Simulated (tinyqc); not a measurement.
Wider gaps screen less: band offset of a heterojunction with an interface dipole (two-band chains, self-consistent charge).

Sites alternate A, C. Left: A at -G1/2, C at +G1/2, hopping -t1; right: A at D - G2/2, C at D + G2/2, hopping -t2; the bonds across the two interfaces of a ring (C left to A right, C right to A left) have -sqrt(t1 t2). D is the offset of the mid-gaps, so Ev(right) - Ev(left) = D - (G2 - G1)/2 and Ec(right) - Ec(left) = D + (G2 - G1)/2. The closing bond has its sign reversed (antiperiodic ring). Half the levels are filled with two electrons each. The charge moved is q = (electrons on the left) less one a site; the mean over the two interfaces, q/2, is taken as the charge that crosses each, and its dipole opposes the offset: D = D0 - u q/2.

From here on the ring has 24 cells a side.

Values chosen for the exercise (gaps near those of Si and GaP; the chains and D0 are free models, so the offsets are not those of the real pair; not measured data):

| symbol | value | unit | meaning |
|---|---|---|---|
| G1 | 1.16 | eV | gap on the left |
| t1 | 2.76 | eV | hopping on the left |
| t2 | 2.45 | eV | hopping on the right |
| u | 3.1 | eV | potential step per electron moved across |

G2 is varied. chi = (q(+0.01) - q(-0.01))/0.02 at D = 0, S = 1/(1 + u chi/2).

Against G2:

| G2 (eV) | chi (1/eV) | S |
|---|---|---|
| 0.7 | 0.57344 | 0.5294 |
| 1.1 | 0.47161 | 0.5777 |
| 1.5 | 0.40262 | 0.6157 |
| 2.3 | 0.31179 | 0.6742 |
| 3.4 | 0.23506 | 0.7330 |
| 5.5 | 0.15115 | 0.8102 |
| 7.0 | 0.11458 | 0.8492 |
| 9.0 | 0.08155 | 0.8878 |

chi falls from 0.5734 to 0.0815 1/eV, a factor 7.0, and S rises from 0.529 to 0.888: charge crosses through the tails of states that tunnel into the other gap, and these shorten as the gap widens. u is kept fixed, though a wider gap also screens less and would raise it.

Run: tinyqc, `OMP_NUM_THREADS=1 python tinyqc.py 1482304 1482305 out.jsonl`; Intel(R) Xeon(R) Processor @ 2.30GHz, one thread, shared host; about 0.3 s of CPU time with all checks.
